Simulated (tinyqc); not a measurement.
Dimension: statistics of electrons in three, two and one dimensions.

One band edge at E = 0, lambda = sqrt(4 pi c/(m1 kT)) with c = hbar^2/2m0. Densities with spin: n3 = (2/lambda^3) F_1/2(eta), n2 = (2/lambda^2) F_0(eta) with F_0 = ln(1 + exp(eta)), n1 = (2/lambda) F_-1/2(eta). F_j(eta) = (1/Gamma(j + 1)) integral_0^infinity x^j dx/(1 + exp(x - eta)), which tends to exp(eta) for eta << 0.

Constants: hbar^2/2m0 = 3.80998211 eV angstrom^2; kB = 8.617333262e-05 eV/K.

Values chosen for the exercise (out of a larger set: near those of InP, lowest valleys alone; not measured data):
- m1 = 0.0748 m0 (mass of one isotropic band with spin)
- T = 400 K
- L = 100 angstrom (confinement length used to compare densities)

The last two columns turn the sheet and line densities into volume densities, n2/L and n1/L^2, over n3.

Densities:

| eta | n3 (1/cm^3) | n2 (1/cm^2) | n1 (1/cm) | (n2/L)/n3 | (n1/L^2)/n3 |
|---|---|---|---|---|---|
| -4 | 1.44e+16 | 1.95e+10 | 2.65e+04 | 1.36 | 1.85 |
| -2 | 1.02e+17 | 1.37e+11 | 1.82e+05 | 1.34 | 1.78 |
| 0 | 6.05e+17 | 7.47e+11 | 8.88e+05 | 1.23 | 1.47 |
| 1 | 1.25e+18 | 1.41e+12 | 1.51e+06 | 1.14 | 1.21 |
| 2 | 2.23e+18 | 2.29e+12 | 2.15e+06 | 1.03 | 0.963 |
| 4 | 5.15e+18 | 4.33e+12 | 3.21e+06 | 0.841 | 0.623 |
| 8 | 1.37e+19 | 8.62e+12 | 4.65e+06 | 0.628 | 0.339 |

Give the missing row, eta = -1.

Computed row:
```
eta  n3 (1/cm^3)  n2 (1/cm^2)  n1 (1/cm)  (n2/L)/n3  (n1/L^2)/n3
-1      2.59e+17     3.37e+11   4.32e+05       1.30         1.67
```

lambda = 136.3 angstrom

Far below the edge all three follow exp(eta), and the ratios tend to lambda/L = 1.363 and its square. From eta = 4 to 8 the densities grow by 2.67, 1.99 and 1.45, near the powers 2^(3/2), 2 and 2^(1/2) that the densities of states E^(1/2), E^0 and E^(-1/2) give. One subband serves while EF stays several kT below the second, 4.4 kT up for hard walls; rows with a larger eta, if any, overfill it.

Computed by tinyqc, a small Python program: `OMP_NUM_THREADS=1 python tinyqc.py 1650011 1650012 out.jsonl` (the numbers bound the seed that draws the inputs); one thread of a shared host (Intel(R) Xeon(R) Processor @ 2.30GHz), about 0.01 s for the whole set of steps.
